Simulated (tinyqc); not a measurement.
# Fully depleted semiconductor-on-insulator film with two gates, non-linear Poisson equation by Newton steps: effects of single changes

One dimension across the film, front interface at x = 0, back interface at x = ts. psi is counted from the intrinsic level, n = ni exp(psi/Vt) (source grounded), holes neglected, acceptors ionised. Gates act through Cox = eps0 eox/tox and Cbox = 3.9 eps0/tb with potentials G1 = Vg - (phiM - chi - Vt ln(Nc/ni)) and G2 = Vb - (phiB - chi - Vt ln(Nc/ni)). Classical Boltzmann densities, no interface charge, no depletion in the back plane.

Values chosen for this exercise; band and dielectric values close to those of silicon: temperature T = 250 K; band gap Eg = 1.11 eV; relative permittivity eps_r = 11.8; conduction-band density of states at T Nc = 2.1e19 cm^-3; valence-band density of states at T Nv = 2.02e19 cm^-3; electron affinity chi = 4.11 eV; relative permittivity of the gate insulator (close to silicon dioxide) eox = 3.9; insulator thickness tox = 3.7 nm; film thickness ts = 19 nm; buried-oxide thickness (eps_r 3.9) tb = 30 nm; acceptor density of the film Na = 1.1e17 cm^-3; work function of the front gate phiM = 4.71 eV; work function of the back plane phiB = 4.61 eV; back-gate voltage Vb = 0 V.

Constants: q = 1.602176634e-19 C, kB = 1.380649e-23 J/K, Vt = kB T/q, eps0 = 8.8541878128e-14 F/cm where lengths are in cm. Results are converted to the units shown.

Each table varies one quantity; the others keep the values above.

## Charge against front-gate voltage

ni = sqrt(Nc Nv) exp(-Eg/(2 Vt)), Eg in volts. The Poisson equation eps0 eps_r d2psi/dx2 = q (n + Na), with -eps0 eps_r dpsi/dx = Cox (G1 - psi) at x = 0 and eps0 eps_r dpsi/dx = Cbox (G2 - psi) at x = ts, is solved on 300 equal intervals with half boxes at both ends; N_inv is the trapezoid sum of n. Swing = ln 10/(d ln N_inv/dVg); the last column is (dN_inv/dVb)/(dN_inv/dVg).

Charge against front-gate voltage:
columns A: Vg (V); B: psi front (V); C: psi back (V); D: N_inv (cm^-2); E: centroid/ts; F: swing (mV/decade); G: q dN_inv/dVg over Cox; H: back/front leverage
```
A         B       C        D       E       F        G      H
0.2   0.116  0.0807   2.21e4   0.356    58.3  1.50e-7  0.174
0.35  0.253   0.193   8.67e6   0.279    57.4  5.97e-5  0.158
0.5   0.388   0.305   3.56e9   0.221    58.5   0.0241  0.146
0.65  0.488   0.378  2.43e11   0.167     162    0.592  0.133
0.8   0.526   0.393  8.83e11   0.125     427    0.817  0.123
0.95  0.547   0.398  1.63e12   0.100     729    0.885  0.119
1.1   0.562   0.400  2.42e12  0.0845  1.04e3    0.916  0.116
1.25  0.573   0.401  3.23e12  0.0734  1.37e3    0.934  0.115
1.4   0.582   0.402  4.05e12  0.0651  1.69e3    0.946  0.114
```

What does the comparison show?

N_inv passes 1e11 cm^-2 at Vg = 0.601 V. The swing starts at 58.3 mV a decade, against (1 + k) Vt ln 10 = 54.7 for a front channel with k = Cs Cbox/(Cox (Cs + Cbox)) = 0.102, Cs = eps0 eps_r/ts; above threshold this column is no longer a subthreshold swing. The centroid falls from 0.356 to 0.0651 of ts and the leverage of the back gate falls from 0.174 to 0.114. For Vg = 0.95, 1.1, 1.25, 1.4 the density at an interface exceeds 0.3 Nc, where Boltzmann statistics fail. For Vg = 0.8, 0.95, 1.1, 1.25, 1.4 the classical centroid lies within 3 nm of an interface, where confinement, left out, would push it away.

## Threshold and coupling against the back-gate voltage

VT is the Vg for N_inv = 1e11 cm^-2; -dVT/dVb from the linearised equation. Limits with Cs = eps0 eps_r/ts: front channel Cs Cbox/(Cox (Cs + Cbox)), back channel Cbox (Cox + Cs)/(Cox Cs). Swing at N_inv = 1e8 cm^-2.

The same in every row: front-channel limit = 0.102; back-channel limit = 0.333.

Threshold and coupling against the back-gate voltage:
```
Vb (V)  VT (V)  centroid/ts at VT  -dVT/dVb  swing (mV/decade)
-3       0.946             0.0328     0.108               55.0
-2.25    0.864             0.0411     0.110               55.1
-1.5     0.781             0.0551     0.112               55.3
-0.75    0.695             0.0844     0.118               55.6
0        0.601              0.185     0.137               57.2
0.75     0.472              0.613     0.223               63.0
1.5      0.269              0.887     0.299               65.0
2.25    0.0378              0.939     0.315               65.5
3       -0.201              0.958     0.321               65.7
```

As Vb goes from -3 to 3, VT falls from 0.946 to -0.201 V, the centroid rises from 0.0328 to 0.958 of ts and -dVT/dVb rises from 0.108 to 0.321. The coupling covers 2.71 % of the way from the front-channel to the back-channel limit in the first row and 94.8 % in the last. A positive back bias draws the electrons to the back interface, where the back gate has more leverage and the front gate less, so the swing worsens.

Program tinyqc, `OMP_NUM_THREADS=1 python tinyqc.py 2190060 2190061 out.jsonl`; Intel Xeon 2.30GHz, shared host, one thread, about 0.4 s.
